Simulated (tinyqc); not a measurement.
# Pillar capacitor in an array: capacitance, non-linearity, leakage and relaxation: capacitance, non-linearity and leakage against thickness

A film between two metal electrodes, each interface adding a series capacitance ci. The small-signal permittivity is ek (1 + aq E^2); the field is found with the linear permittivity. Leakage J = J0 sinh(E/Ef). After a voltage step the film passes a relaxation current kr C V tt^(-nr), tt being the time in seconds. The sidewall is a coaxial capacitor with radii a = dm/2 and b = dm/2 + t, depth AR dm; the end face is left out.

Planar film: Cf = eps0 ek/t, 1/C = 1/Cf + 2/ci, EOT = 3.9 eps0/C, effective permittivity C t/eps0, E = (V/t) C/Cf; quadratic coefficient [C(V)/C - 1]/V^2 with Cf (1 + aq E^2) in C(V).

Values chosen for this exercise; permittivity of the order of that of tantalum oxide:

| symbol | value | unit | meaning |
|---|---|---|---|
| ek | 25.7 |  | relative permittivity of the film |
| ci | 49 | uF/cm^2 | capacitance of each electrode interface (dead layer and screening) |
| aq | 0.0091 | cm^2/MV^2 | quadratic field coefficient of the permittivity |
| V | 1.3 | V | bias |
| J0 | 2.2e-11 | A/cm^2 | leakage prefactor |
| Ef | 0.48 | MV/cm | field for an e-fold rise of the leakage |

Constants: eps0 = 8.8541878128e-14 F/cm where lengths are in cm. Results are converted to the units shown.

Capacitance, non-linearity and leakage against thickness:

| t (nm) | C (uF/cm^2) | EOT (nm) | effective permittivity | E (MV/cm) | quadratic coefficient (ppm/V^2) | J (A/cm^2) |
|---|---|---|---|---|---|---|
| 2.7 | 6.271 | 0.5507 | 19.12 | 3.582 | 4.993e4 | 1.918e-8 |
| 4 | 4.617 | 0.7479 | 20.86 | 2.638 | 3.004e4 | 2.678e-9 |
| 5.9 | 3.332 | 1.036 | 22.20 | 1.904 | 1.678e4 | 5.803e-10 |
| 8.7 | 2.363 | 1.461 | 23.22 | 1.350 | 8854 | 1.826e-10 |
| 13 | 1.634 | 2.114 | 23.99 | 0.9333 | 4375 | 7.531e-11 |
| 19 | 1.142 | 3.024 | 24.50 | 0.6523 | 2184 | 3.999e-11 |
| 28 | 0.7866 | 4.390 | 24.87 | 0.4494 | 1052 | 2.374e-11 |
| 41 | 0.5427 | 6.363 | 25.13 | 0.3100 | 506.2 | 1.522e-11 |
| 60 | 0.3735 | 9.246 | 25.31 | 0.2134 | 241.4 | 1.010e-11 |

What does the table show?

C falls from 6.27 to 0.373 uF/cm^2 while the effective permittivity goes from 19.1 to 25.3 (ek = 25.7). EOT is a straight line in t with slope 3.9/ek = 0.152 and intercept 0.141 nm. The quadratic coefficient goes as t^(-1.29) between the first two rows and t^(-1.94) between the last two (-2 without interfaces), and J falls by 3.28 decades. For t = 2.7 direct tunnelling, left out, would add to the leakage.

Program tinyqc, `OMP_NUM_THREADS=1 python tinyqc.py 2102156 2102157 out.jsonl`; Intel Xeon 2.30GHz, shared host, one thread, about 0.01 s.
